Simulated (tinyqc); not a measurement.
Changing the backscatter ratio eta: electron-beam lithography: double-Gaussian proximity function, edge placement and dose correction for parallel lines. Computed by tinyqc, a small Python program. Command: `OMP_NUM_THREADS=1 python tinyqc.py 3110805 3110806 out.jsonl proximity sweep`. One thread of a shared host (Intel(R) Xeon(R) Processor @ 2.30GHz), about 0.02 s of CPU time with the checks.

Lines are infinitely long. Absorbed energy is counted so that the middle of a very large area written at dose 1 receives 1; the resist develops where it exceeds 1/2.

Inputs (values chosen for the exercise, of the order of those for 100 keV electrons in resist on silicon): forward range alpha = 0.021 micrometre; backscatter range beta = 29 micrometre; base dose D0 = 220 microcoulomb/cm^2; width of the test line = 0.2 micrometre; pattern density around the test line = 0.098.

line widths (micrometre): [0.058, 0.088, 16, 3.8, 0.11]

gaps between the lines (micrometre): [18, 0.062, 1.8, 1.6]

Method:
- The first line starts at x = 0; each next one starts after the width and the gap.
- f(r) = [exp(-r^2/alpha^2)/alpha^2 + eta exp(-r^2/beta^2)/beta^2]/(pi (1 + eta)). A line from a to b at dose d gives E(x) = d [S(alpha) + eta S(beta)]/(1 + eta), S(s) = [erf((b - x)/s) - erf((a - x)/s)]/2.
- M_ij is the mean of E at the two edges of line i from line j at dose 1.
- Uncorrected edge energies are M 1. Solve M d = 1/2 for the doses d that put the mean edge energy of every line at the threshold.
- A test line of width w << beta in surroundings of density rho, all at dose d: near its edge E(x) = d [S + eta rho]/(1 + eta), S = [erf((b - x)/alpha) - erf((a - x)/alpha)]/2 for edges a and b, the second term being the background energy. Dose to size d_s = (1 + eta)/(erf(w/alpha) + 2 eta rho), dose = d_s D0; edge slope d [1 - exp(-w^2/alpha^2)]/(sqrt(pi) alpha (1 + eta)); width change per 1 % of dose = 2 x 0.01 x (1/2)/slope.

One run for each value:
```
backscatter ratio eta  largest over smallest dose  dose to size d_s  width change per 1 % of dose (nm)
0.1                                        1.0381            1.0789                            0.37951
0.3                                        1.1140            1.2278                            0.39410
0.5                                        1.1901            1.3661                            0.40869
0.7                                        1.2663            1.4949                            0.42328
0.9                                        1.3427            1.6151                            0.43787
1.1                                        1.4191            1.7275                            0.45246
1.3                                        1.4956            1.8330                            0.46706
1.5                                        1.5723            1.9320                            0.48165
1.7                                        1.6491            2.0252                            0.49624
```

What does the table show?

Over the rows, largest over smallest dose rises from 1.04 to 1.65 (exponent d ln y / d ln x 0.064 between the first rows and 0.38 between the last); dose to size d_s rises from 1.08 to 2.03 (exponent d ln y / d ln x 0.12 between the first rows and 0.38 between the last); width change per 1 % of dose (nm) rises from 0.380 to 0.496 (exponent d ln y / d ln x 0.034 between the first rows and 0.24 between the last).

Extremes, crossings and ranges named in words are read from the listed rows.
